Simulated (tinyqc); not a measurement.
Electron continuity equation in a given potential, Scharfetter-Gummel discretisation: one step of the calculation.

Steady state in one dimension: J = q mu n E + q D dn/dx with E = -dpsi/dx and D = mu Vt, dJ/dx = 0, fixed densities nL and nR at the ends. The potential is given, psi = U x/L, and is not changed by the electrons.

Task. Bernoulli factors. d_i = (psi_(i+1) - psi_i)/Vt; B(d) = d/(exp(d) - 1), B(0) = 1. The flux on interval i is J_i = (q D/h) [n_(i+1) B(d_i) - n_i B(-d_i)].

Values chosen for this exercise: temperature T = 300 K.

Constants: q = 1.602176634e-19 C, kB = 1.380649e-23 J/K, Vt = kB T/q. Results are converted to the units shown.

psi, node 0 to 11 (V): 0.00000000  0.06272727  0.12545455  0.18818182  0.25090909  0.31363636  0.37636364  0.43909091  0.50181818  0.56454545  0.62727273  0.69000000

Wanted: d_i; B(d_i); B(-d_i).

Result.

```
interval    d_i  B(d_i)  B(-d_i)
0         2.426  0.2352    2.662
1         2.426  0.2352    2.662
2         2.426  0.2352    2.662
3         2.426  0.2352    2.662
4         2.426  0.2352    2.662
5         2.426  0.2352    2.662
6         2.426  0.2352    2.662
7         2.426  0.2352    2.662
8         2.426  0.2352    2.662
9         2.426  0.2352    2.662
10        2.426  0.2352    2.662
```

The largest |d_i| is 2.43, above 2, where central differences lose the sign pattern that keeps densities positive.

Range of the model: The drift velocity mu E exceeds 1e7 cm/s somewhere, where real mobilities no longer stay constant.

Computed by the program tinyqc: `OMP_NUM_THREADS=1 python tinyqc.py 2220012 2220013 out.jsonl`, one thread of a shared Intel Xeon 2.30GHz, about 0.01 s for the whole run.
